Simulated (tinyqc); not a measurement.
# A chain with two barriers and dephasing by Buettiker voltage probes: resistance against length

Sites 1 to 3 form a chain with hopping -t. Lead L joins site 1 and lead R site 3, both semi-infinite chains with hopping -t and site energy 0. Every site carries a probe with self-energy -i Gamma_p/2 that draws no net current. Linear response at zero temperature: mu_L = 1, mu_R = 0 in units of the bias.

Sigma = t^2 g(E), g(x) = (x - i sqrt(4 t^2 - x^2))/(2 t^2) for |x| < 2 t and (x - sign(x) sqrt(x^2 - 4 t^2))/(2 t^2) otherwise; Gamma = -2 Im Sigma; G = (E - H - Sigma_L - Sigma_R + i Gamma_p/2)^(-1). With Gamma the broadening by one lead, T_RL = Gamma^2 |G_(last,1)|^2, T_pL = Gamma Gamma_p |G_(p,1)|^2, T_pR = Gamma Gamma_p |G_(p,last)|^2, T_pq = Gamma_p^2 |G_(p,q)|^2 for p != q. No current into probe p: W mu = T_pL with W_pp = T_pL + T_pR + sum_q T_pq and W_pq = -T_pq. Then T_eff = T_RL + sum_p T_pR mu_p, and the resistance is (h/2q^2)/T_eff. Without probes means Gamma_p = 0. The list U is repeated k times, each site with its probe.

Values chosen for this exercise:
- t = 1 eV (hopping (matrix element -t))
- U = [3.2, 0, 2.1] eV (site energies 1 to N)
- E = -1.18 eV (Fermi energy)
- gp = 0.086 eV (probe broadening Gamma_p)

Constants: q = 1.602176634e-19 C, h = 6.62607015e-34 J s. Results are converted to the units shown.

Result of one run:
```
k,sites,T without probes,T_eff,resistance (kohm)
12,36,8.645e-22,1.083e-4,1.192e5
```

What becomes of these results when the number of repeats k is changed from 12 to 3, all else the same?

Result of the changed run:
```
k,sites,T without probes,T_eff,resistance (kohm)
3,9,1.513e-5,9.990e-4,1.292e4
```

The whole series:
```
k,sites,T without probes,T_eff,resistance (kohm)
1,3,0.05975,0.07666,168.4
2,6,9.647e-4,0.003650,3536
3,9,1.513e-5,9.990e-4,1.292e4
4,12,2.372e-7,5.243e-4,2.462e4
6,18,5.827e-11,2.675e-4,4.825e4
8,24,1.432e-14,1.795e-4,7.189e4
12,36,8.645e-22,1.083e-4,1.192e5
16,48,5.219e-29,7.755e-5,1.664e5
```

The resistance rises from 168 to 1.66e5 kohm, by 3940 kohm a site between k = 8 and 12 and 3940 between 12 and 16: Ohm's law, R = R0 + rho N with the extrapolated intercept R0 = -22700 kohm (h/2q^2 = 12.91 kohm). The intercept differs from h/2q^2, since the ends of the chain scatter differently from its bulk, so no mean free path is read from it. Without probes T has fallen to 5.22e-29.

Numbers from tinyqc (`OMP_NUM_THREADS=1 python tinyqc.py 2700132 2700133 out.jsonl`; about 0.01 s on one thread of a shared Intel Xeon 2.30GHz).
